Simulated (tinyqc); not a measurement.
Drifting, spreading and decaying minority pulse (Haynes-Shockley), explicit time steps: one step of the calculation.

Low injection in a uniform field: dn/dt = D d2n/dx2 - v dn/dx - n/tau with D = mu Vt and v = mu F towards +x. Exact solution on an infinite bar for a Gaussian start at x0: n = N0 exp(-t/tau) exp(-(x - x0 - v t)^2/(2 s^2))/sqrt(2 pi s^2), s^2 = s0^2 + 2 D t.

Problem. Coefficients of the scheme. Exponentially fitted fluxes: d = F hx/Vt, B(d) = d/(exp(d) - 1), k = D dt/hx^2; (L n)_i = a n_(i-1) + b n_i + c n_(i+1) with a = k B(-d), c = k B(d), b = -a - c - dt/tau. Explicit steps keep n positive for dt up to 1/[(D/hx^2)(B(d) + B(-d)) + 1/tau].

Parameters, values chosen for the exercise; mobility that of a made-up semiconductor: temperature T = 250 K; minority-carrier mobility mu = 459 cm^2/(V s); sweep field along the drift F = 60 V/cm; mesh step hx = 6.2 um; lifetime tau = 6.1e-7 s; time step dt = 6.7e-9 s.

Constants: q = 1.602176634e-19 C, kB = 1.380649e-23 J/K, Vt = kB T/q. Results are converted to the units shown.

Wanted: D; v; d; a; b; c; positivity limit of dt.

Solution.

D = 9.8884 cm^2/s
v = 27540 cm/s
d = 1.7268
a = 0.36199
b = -0.43736
c = 0.064385
positivity limit of dt = 1.5319e-8 s

Numbers from tinyqc (`OMP_NUM_THREADS=1 python tinyqc.py 2310035 2310036 out.jsonl`; about 0.01 s on one thread of a shared Intel Xeon 2.30GHz).
